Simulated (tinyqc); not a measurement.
Carrier statistics of a doped semiconductor with parabolic bands, step by step. Values are carried at full precision from step to step, so a last printed digit may differ when a step is redone from the rounded ones.

Constants: kB = 8.617333262e-05 eV/K; hbar^2/2m0 = 3.80998211 eV angstrom^2.

Values chosen for the exercise (near those of Ge; not measured data): Eg0 = 0.744 eV (gap at 0 K); al = 0.000481 eV/K (Varshni alpha); be = 233 K (Varshni beta); T = 300 K; ml = 1.58 m0 (longitudinal electron mass); mt = 0.0815 m0 (transverse electron mass); Mv = 4 (equivalent valleys); mhh = 0.327 m0 (heavy-hole mass); mlh = 0.0426 m0 (light-hole mass); ND = 1.4e+16 1/cm^3 (donors); NA = 6e+12 1/cm^3 (acceptors); ED = 0.0119 eV (donor level below Ec); EA = 0.0111 eV (acceptor level above Ev).

## Gap and thermal energy

Eg(T) = Eg0 - al T^2/(T + be) (Varshni).

Eg = 0.66278 eV
kT = 0.025852 eV

The gap has shrunk by 81.2 meV from 0 K and is 25.6 kT wide.

## Effective densities of states

m_de = Mv^(2/3) (ml mt^2)^(1/3); m_dh = (mhh^(3/2) + mlh^(3/2))^(2/3); N = 2 (m kB T/(4 pi c))^(3/2) with c = hbar^2/2m0, in 1/angstrom^3; times 1e24 for 1/cm^3.

m_de = 0.5517 m0
m_dh = 0.3372 m0
Nc = 1.0283e+19 1/cm^3
Nv = 4.9130e+18 1/cm^3

The light holes supply 4.5 % of Nv, and Nc/Nv = 2.09.

## Intrinsic density and level

With Boltzmann statistics ni = sqrt(Nc Nv) exp(-Eg/2kT) and Ei = Eg/2 + (kT/2) ln(Nv/Nc), counted from Ev.

ni = 1.93e+13 1/cm^3
Ei = 0.3218 eV

Ei lies 9.5 meV below midgap, towards the band with the smaller density of states.

## Neutrality by bisection

Energies are counted from Ev, so Ec = Eg. n = Nc F_1/2((EF - Eg)/kT), p = Nv F_1/2(-EF/kT), ND+ = ND/(1 + 2 exp((EF - Eg + ED)/kT)), NA- = NA/(1 + 4 exp((EA - EF)/kT)); neutrality asks p + ND+ = n + NA-. F_j(eta) = (1/Gamma(j + 1)) integral_0^infinity x^j dx/(1 + exp(x - eta)), which tends to exp(eta) for eta << 0.

Start from the bracket [-0.2 eV, Eg + 0.2 eV]; at the midpoint EF take the sign of p + ND+ - n - NA-; where it is positive EF must rise. Fourteen steps are shown.

Bisection (eV, 1/cm^3):

| step | low | high | EF | n | p | ND+ | NA- | sign |
|---|---|---|---|---|---|---|---|---|
| 1 | -0.20000 | 0.86278 | 0.33139 | 2.79e+13 | 1.33e+13 | 1.40e+16 | 6.00e+12 | + |
| 2 | 0.33139 | 0.86278 | 0.59709 | 7.88e+17 | 4.58e+08 | 1.12e+16 | 6.00e+12 | - |
| 3 | 0.33139 | 0.59709 | 0.46424 | 4.75e+15 | 7.81e+10 | 1.40e+16 | 6.00e+12 | + |
| 4 | 0.46424 | 0.59709 | 0.53066 | 6.19e+16 | 5.98e+09 | 1.37e+16 | 6.00e+12 | - |
| 5 | 0.46424 | 0.53066 | 0.49745 | 1.72e+16 | 2.16e+10 | 1.39e+16 | 6.00e+12 | - |
| 6 | 0.46424 | 0.49745 | 0.48084 | 9.03e+15 | 4.11e+10 | 1.40e+16 | 6.00e+12 | + |
| 7 | 0.48084 | 0.49745 | 0.48915 | 1.24e+16 | 2.98e+10 | 1.39e+16 | 6.00e+12 | + |
| 8 | 0.48915 | 0.49745 | 0.49330 | 1.46e+16 | 2.54e+10 | 1.39e+16 | 6.00e+12 | - |
| 9 | 0.48915 | 0.49330 | 0.49122 | 1.35e+16 | 2.75e+10 | 1.39e+16 | 6.00e+12 | + |
| 10 | 0.49122 | 0.49330 | 0.49226 | 1.40e+16 | 2.64e+10 | 1.39e+16 | 6.00e+12 | - |
| 11 | 0.49122 | 0.49226 | 0.49174 | 1.38e+16 | 2.69e+10 | 1.39e+16 | 6.00e+12 | + |
| 12 | 0.49174 | 0.49226 | 0.49200 | 1.39e+16 | 2.67e+10 | 1.39e+16 | 6.00e+12 | + |
| 13 | 0.49200 | 0.49226 | 0.49213 | 1.40e+16 | 2.65e+10 | 1.39e+16 | 6.00e+12 | - |
| 14 | 0.49200 | 0.49213 | 0.49207 | 1.39e+16 | 2.66e+10 | 1.39e+16 | 6.00e+12 | + |

Each step halves the bracket, which is 0.130 meV wide at the last row.

## The neutral state

Solve the neutrality condition for EF to convergence.

EF = 0.4921 eV
n = 1.39e+16 1/cm^3
p = 2.66e+10 1/cm^3
ND+ = 1.39e+16 1/cm^3
NA- = 6.00e+12 1/cm^3

The material is n-type; 99.6 % of the donors are ionised. EF lies 6.60 kT inside the gap from the conduction edge, so Boltzmann statistics would serve; n p/(Nc Nv exp(-Eg/kT)) = 1.000.

## Checks

- F_1/2(1) by the trapezoid rule against adaptive quadrature: both 1.575641.
- Positive against negative charge at the solution (1/cm^3): both 1.39401e+16.

Computed by tinyqc, a small Python program: `OMP_NUM_THREADS=1 python tinyqc.py 1680003 1680004 out.jsonl` (the numbers bound the seed that draws the inputs); one thread of a shared host (Intel(R) Xeon(R) Processor @ 2.30GHz), about 0.01 s for the whole set of steps.
